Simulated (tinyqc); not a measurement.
Inside a calculation: ellipsoidal valleys in the axes of a wafer and a channel. Values are carried at full precision from step to step, so a last printed digit may differ when a step is redone from the rounded ones.

Valleys with axes a along [111], [1-1-1], [-11-1] and [-1-11], one whole valley each; inverse mass tensor w = 1/mt + (1/ml - 1/mt) a a. Device axes: z = nz/|nz|, x = nx/|nx|, y = z cross x; in them a = (ax, ay, az). Confinement mass mz = 1/w_zz. In the plane w_ij is replaced by u_ij = w_ij - w_iz w_jz/w_zz (i, j = x, y); density-of-states mass md = 1/sqrt(det u); conductivity mass along x mc = 1/u_xx; ballistic transport mass mx = u_yy/det u, width mass my = 1/u_yy.

Constants: hbar^2/2m0 = 3.80998211 eV angstrom^2; kB = 8.617333262e-05 eV/K.

Inputs chosen for the exercise (near those of the L valleys of Ge; the results hold for these values, not for the real material):
```
symbol  value       unit  meaning
ml      1.639       m0    longitudinal mass
mt      0.082       m0    transverse mass
nz      (1, 1, 3)         surface normal (confinement)
nx      (1, -1, 0)        channel direction
t       8.1         nm    thickness of the film
T       400         K     temperature
```

## Device axes and valley axes

Give the rows x, y, z in cubic components and each valley axis in device components.

device axes:
```
    [100]    [010]    [001]
x  0.7071  -0.7071   0.0000
y  0.6396   0.6396  -0.4264
z  0.3015   0.3015   0.9045
```

valley axes:
```
              ax       ay       az
[111]     0.0000   0.4924   0.8704
[1-1-1]   0.8165   0.2462  -0.5222
[-11-1]  -0.8165   0.2462  -0.5222
[-1-11]   0.0000  -0.9847   0.1741
```

## Tensors of the valley [-11-1]

Form w and the reduced tensor u.

w (1/m0):
```
         x        y        z
x   4.4718   2.3287  -4.9399
y   2.3287  11.4930   1.4894
z  -4.9399   1.4894   9.0356
```

u (1/m0):
```
        x        y
x  1.7711   3.1430
y  3.1430  11.2475
```

The axis is tilted against the normal, so w_xz or w_yz is not zero and the reduction changes the masses in the plane.

## Masses of all valleys

Give mz, md, mc, mx and my.

Masses (m0):
```
valley       mz      md      mc      mx      my
[111]    0.2925  0.1941  0.0820  0.0820  0.4595
[1-1-1]  0.1107  0.3156  0.5646  1.1200  0.0889
[-11-1]  0.1107  0.3156  0.5646  1.1200  0.0889
[-1-11]  0.0844  0.3613  0.0820  0.0820  1.5918
```

mz md^2 = ml mt^2 = 0.01102 for every valley, so a heavy confinement mass comes with a small density of states. The heaviest mz is 0.293, for [111].

## Subbands and shares in a film

Hard walls: E_n = c (n pi/t)^2/mz, c = hbar^2/2m0, n = 1, 2, 3. Non-degenerate share of a valley proportional to md sum_n exp(-E_n/kT); mean 1/mc = sum of share/mc. 1 nm = 10 angstrom.

Give the ladders, the shares and the mean conductivity mass.

Subbands:
```
valley   E1 (meV)  E2 (meV)  E3 (meV)  share
[111]        19.6      78.4     176.3  0.405
[1-1-1]      51.8     207.1     466.1  0.219
[-11-1]      51.8     207.1     466.1  0.219
[-1-11]      67.9     271.5     610.9  0.156
```

mean mc = 0.1312 m0

The lowest ladder ([111]) holds 40 % of the electrons in these valleys, the next starts 32 meV higher.

## Checks

- mz md^2 against ml mt^2: they agree to 1e-10 or better.
- mx my against md^2: they agree to 1e-10 or better.

Run: tinyqc, `OMP_NUM_THREADS=1 python tinyqc.py 1880389 1880390 out.jsonl`; Intel(R) Xeon(R) Processor @ 2.30GHz, one thread, shared host; about 0.01 s of CPU time with all checks.
